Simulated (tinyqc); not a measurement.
Changing the flaw half length a: thermal stress, cracking, delamination and buckling of a thin film; Griffith cracks and misfitting inclusions. Computed by tinyqc, a small Python program. Command: `OMP_NUM_THREADS=1 python tinyqc.py 3031594 3031595 out.jsonl filmcrack sweep`. One thread of a shared host (Intel(R) Xeon(R) Processor @ 2.30GHz), about 0.04 s of CPU time with the checks.

Isotropic linear elasticity; the substrate is much thicker than the film; stress is positive in tension.

Inputs (values chosen for the exercise, modelled on a porous low-k oxide on silicon): substrate Young's modulus E_s = 164 GPa; substrate Poisson ratio nu_s = 0.23; substrate surface energy gamma_s = 1.4 J/m^2.

Method. Through crack of length 2a in plane strain: K_Ic = sqrt(2 gamma_s E_s/(1 - nu_s^2)); fracture stress = K_Ic/sqrt(pi a). An edge crack of depth a has K larger by 1.1215.

One run for each value:
```
flaw half length a (micrometre)  fracture stress, inner crack (MPa)  fracture stress, edge crack (MPa)
0.01                                                           3929                               3503
0.032                                                          2196                               1958
0.1                                                            1242                               1108
0.32                                                            694                                619
1                                                               393                                350
3.2                                                             220                                196
10                                                              124                                111
32                                                               69                                 62
100                                                              39                                 35
```

Over the rows, fracture stress, inner crack (MPa) falls from 3930 to 39.3 (exponent d ln y / d ln x about -0.50 throughout); fracture stress, edge crack (MPa) falls from 3500 to 35.0 (exponent d ln y / d ln x about -0.50 throughout). The exponent of fracture stress, inner crack stays at -0.50: Griffith's law.
